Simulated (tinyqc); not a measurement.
Slope factor and drain-induced lowering from three currents.

Inverse problem. With source and body at 0 V, I = A exp((Vg + dd Vd)/(nf Vt)) (1 - exp(-Vd/Vt)). Find nf, the swing nf Vt ln 10 and dd.

Parameters, values chosen for the exercise:

| symbol | value | unit | meaning |
|---|---|---|---|
| T | 378 | K | temperature |

Constants: q = 1.602176634e-19 C, kB = 1.380649e-23 J/K, Vt = kB T/q. Results are converted to the units shown.

currents at (Vg, Vd) = (0, 0.05), (0, 0.8) and (0.11, 0.8) V (nA/um): 1.2993460  23.742165  236.16136

Answer. The pair at equal Vd gives nf; the pair at equal Vg, after dividing out the factors 1 - exp(-Vd/Vt), gives dd.

nf = 1.47
swing = 110 mV/decade
dd = 0.170

tinyqc, about 0.03 s, one thread, Intel Xeon 2.30GHz (shared host): `OMP_NUM_THREADS=1 python tinyqc.py 2242202 2242203 out.jsonl`
